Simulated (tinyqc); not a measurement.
Interface traps from C-V curves, high-low and Terman methods: one step of the calculation.

MOS capacitor on an n-type substrate; psi is the band bending, negative in depletion; only majority carriers are counted. At the bending psi the Fermi level lies y = xi - psi below the conduction edge at the surface, xi = Vt ln(Nc/Nd). Dit(y) = D0 + D1 exp(-y/E1); traps fill up to the Fermi level, follow the bias and a slow signal, and do not follow a fast one. V is the gate voltage from flat band.

Task. Terman extraction. psi at each point follows from C_HF and the ideal curve. Dit = (Cox/q) d(V - V0)/dpsi by central differences over the two neighbours.

Constants: q = 1.602176634e-19 C. Results are converted to the units shown.

```
point	psi (V)	V0 (V)	V (V)
0	-0.90000000	-1.0779323	-1.1652408
1	-0.75533333	-0.9179558	-1.0003969
2	-0.61066667	-0.7563794	-0.8335701
3	-0.46600000	-0.5925637	-0.6634991
4	-0.32133333	-0.4252782	-0.4873223
5	-0.17666667	-0.2514391	-0.2976766
6	-0.03200000	-0.0555087	-0.0677988
```

Cox = 1151.0444 nF/cm^2

Find: Dit by Terman.

Result.

Dit by Terman, point 1 to 5 (cm^-2 eV^-1): 2.512e11  2.857e11  3.761e11  6.133e11  1.235e12

The differences overstate the curved tail; the largest error is 13 %, at point 5.

tinyqc, about 0.01 s, one thread, Intel Xeon 2.30GHz (shared host): `OMP_NUM_THREADS=1 python tinyqc.py 2030091 2030092 out.jsonl`
